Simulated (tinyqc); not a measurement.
## Drift layer from breakdown voltage and on-resistance

Problem. An ideal drift layer with a triangular field at breakdown has BV = Ec W/2, N = eps0 eps_r Ec/(q W) and Ron = W/(q mu N). Find Ec, W and N.

Inputs (values chosen for the exercise):
- eps_r = 9.32 (relative permittivity)
- mu = 1060 cm^2/(V s) (electron mobility of the drift layer)

Constants: q = 1.602176634e-19 C, eps0 = 8.8541878128e-14 F/cm where lengths are in cm. Results are converted to the units shown.

BV = 2161.7797 V
Ron = 1.5003221 mohm cm^2

Solution. Eliminating W and N gives Ron = 4 BV^2/(eps0 eps_r mu Ec^3), which yields Ec.

Ec = 2424 kV/cm
W = 17.84 um
N = 7.000e15 cm^-3

Numbers from tinyqc (`OMP_NUM_THREADS=1 python tinyqc.py 2120153 2120154 out.jsonl`; about 0.07 s on one thread of a shared Intel Xeon 2.30GHz).
